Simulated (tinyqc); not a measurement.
Interstitial-substitutional diffusion of a fast metal impurity in a wafer (kick-out and dissociative mechanisms): one step, computed by the program tinyqc.

The metal moves as an interstitial A_i and dissolves on lattice sites either by kicking out a self-interstitial (A_i = A_s + I) or by filling a vacancy (A_i + V = A_s). With A_i at its solubility, local equilibrium and c = C_s/C_s*, self-interstitials and vacancies obey C_I/C_I* = 1/c and C_V/C_V* = c.

Question. Closed forms. Pure kick-out: the centre rises as c_m = (2/d) sqrt(pi D_K t) while c_m is small. Pure dissociative or sink-rich cases give erfc profiles with depth 2 sqrt(D_F t) or 2 sqrt(D_A t). The short time that the interstitial metal needs to fill the wafer is neglected.

Inputs (values chosen for the exercise, loosely like those of a heavy transition metal in silicon): temperature T = 825 C; wafer thickness d = 775 um; time t = 78000 s.

D_K = 6.327162e-12 cm^2/s

D_F = 5.918977e-12 cm^2/s

D_A = 2.091767e-07 cm^2/s

Give: centre value c_m, closed form; depth 2 sqrt(D_F t); depth 2 sqrt(D_A t).

Answer.

centre value c_m, closed form = 0.03213

depth 2 sqrt(D_F t) = 13.59 um

depth 2 sqrt(D_A t) = 2555 um

Caution: the depth 2 sqrt(D_A t) exceeds half the wafer, so in a sink-rich wafer the profiles from the two faces overlap and a single erfc no longer holds.
